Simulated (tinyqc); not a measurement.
## Series resistance and length offset from two lengths at two overdrives

Question. In strong inversion R W = Rsd + k(x)(L - dL), k(x) = (1 + th1 x)/(mu0 Cox x), x the overdrive, Cox = eps0 eox/tox, with Rsd and dL independent of x. Find dL, Rsd, mu0 and th1.

Values chosen for this exercise:
- eox = 3.9 (relative permittivity of the gate insulator (close to silicon dioxide))
- tox = 2.2 nm (insulator thickness)

Constants: eps0 = 8.8541878128e-14 F/cm where lengths are in cm. Results are converted to the units shown.

total resistance times width (ohm um):
```
                  L = 0.075 um  L = 1.2 um
overdrive 0.44 V    714.789392  10367.0905
overdrive 1.05 V    485.372298  5836.10289
```

Answer. At each overdrive R W is a straight line in L; the two lines cross at L = dL, R W = Rsd. Their slopes give k x = (1 + th1 x)/(mu0 Cox), a straight line in x.

dL = 0.0150 um
Rsd = 200 ohm um
mu0 = 220 cm^2/(V s)
th1 = 0.690 1/V

tinyqc, about 0.01 s, one thread, Intel Xeon 2.30GHz (shared host): `OMP_NUM_THREADS=1 python tinyqc.py 2210067 2210068 out.jsonl`
